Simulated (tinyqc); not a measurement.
The whole curve: space-charge-limited current through a thin insulating or semi-insulating film with traps. Computed by tinyqc, a small Python program. Command: `OMP_NUM_THREADS=1 python tinyqc.py 3012214 3012215 out.jsonl sclc walk`. One thread of a shared host (Intel(R) Xeon(R) Processor @ 2.30GHz), about 0.01 s of CPU time with the checks.

One ohmic injecting contact at x = 0 (field zero), drift only, non-degenerate free carriers.

Inputs (values chosen for the exercise, modelled on HfO2):
```
quantity                                            value        unit
permittivity eps                                       22           -
band mobility mu                                    0.034  cm^2/(V s)
effective density of states N_c                   9.4e+19      1/cm^3
trap density N_t                                  6.4e+15      1/cm^3
equilibrium Fermi level below the band edge, E_0      0.9          eV
thickness d                                          2900          nm
temperature T                                         300           K
trap level E_t below the band edge                   0.26          eV
```

Traps: single level.

Constants: k_B = 8.617333262e-05 eV/K; eps_0 = 8.8541878128e-12 F/m; e = 1.602176634e-19 C.

Method:
- Free density n_0 = N_c exp(-E_0/k_B T) in equilibrium; trapped density n_t(n) = N_t/(1 + n_1/n), n_1 = N_c exp(-E_t/k_B T).
- J = e mu n F and (eps eps_0/e) dF/dx = n - n_0 + n_t(n) - n_t(n_0) = rho(n). With F = J/(e mu n): d = (eps eps_0 J/(e^2 mu)) I_1 and V = (eps eps_0 J^2/(e^3 mu^2)) I_2, I_k = int_(n_L)^infinity dn/(n^(k+1) rho(n)), n_L the density at the anode; with u = n_L/n, 200 Gauss-Legendre points in t, u = 1 - (1 - t)^2.
- The last column is d ln J/d ln V up to the next row.

Current against voltage:
```
n_L (1/cm^3)       V (V)  J (A/cm^2)   slope
7.50e+04      4.7924e-10  8.2112e-22  1.7228
1.00e+06      2.2867e-08  6.4033e-19  1.9872
1.40e+07      3.3318e-07  1.3137e-16  1.9991
1.80e+08      4.2955e-06  2.1785e-14  1.9999
2.40e+09      5.7286e-05  3.8738e-12  2.0000
3.30e+10      7.8768e-04  7.3240e-10  2.0001
4.40e+11      1.0501e-02  1.3019e-07  2.0010
5.90e+12      1.4052e-01  2.3370e-05  2.0120
7.90e+13      1.8333e+00  4.1024e-03  2.1070
1.10e+15      2.0292e+01  6.5001e-01  2.2384
1.40e+16      1.5710e+02  6.3460e+01  2.0642
1.90e+17      1.7862e+03  9.5881e+03       -
```

What does the comparison show, and why?

The slope starts at 1.72, peaks at 2.2 between 20.3 and 157 V and ends at 2.06. Rows below 0.26 V (10 k_B T/e) are formal, since diffusion from the contact rules there. Self-heating is left out, although J V exceeds 1e5 W/cm^2 at the last row. Rows above 870 V are formal, since the mean field exceeds 3 MV/cm and breakdown sets in. No slope between rows exceeds 4, so the step at the trap-filled limit is weak or is smeared by the row spacing.

Extremes, crossings and ranges named in words are read from the listed rows.
